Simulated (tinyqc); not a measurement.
Estimate of lattice thermal conductivity from elastic moduli (Slack, Klemens and Cahill formulas): one step, computed by the program tinyqc. Command: `OMP_NUM_THREADS=1 python tinyqc.py 3001031 3001032 out.jsonl slack walk`. One thread of a shared host (Intel(R) Xeon(R) Processor @ 2.30GHz), about 0.01 s of CPU time with the checks.

An isotropic solid.

Problem. Velocities, Poisson ratio and Debye temperature. rho = M/V; vL = sqrt((B + 4G/3)/rho), vT = sqrt(G/rho); v_m = [(vL^-3 + 2 vT^-3)/3]^(-1/3); Poisson ratio sigma = (3B - 2G)/(6B + 2G); Theta = hbar v_m (6 pi^2/V)^(1/3)/k_B.

Inputs (values chosen for the exercise, for a model crystal):
```
quantity,value,unit
bulk modulus B,331,GPa
shear modulus G,204,GPa
volume per atom V,30.8,angstrom^3
mean atomic mass M,37.6,u
```

Grueneisen parameter: from the Poisson ratio.

Constants: u = 1.6605390666e-27 kg; hbar = 1.054571817e-34 J s; k_B = 1.380649e-23 J/K.

Give: density rho; vL; vT; v_m; Poisson ratio sigma; Debye temperature Theta.

Solution.

density rho = 2027 kg/m^3

vL = 17247 m/s

vT = 10032 m/s

v_m = 11130 m/s

Poisson ratio sigma = 0.2444

Debye temperature Theta = 1057 K
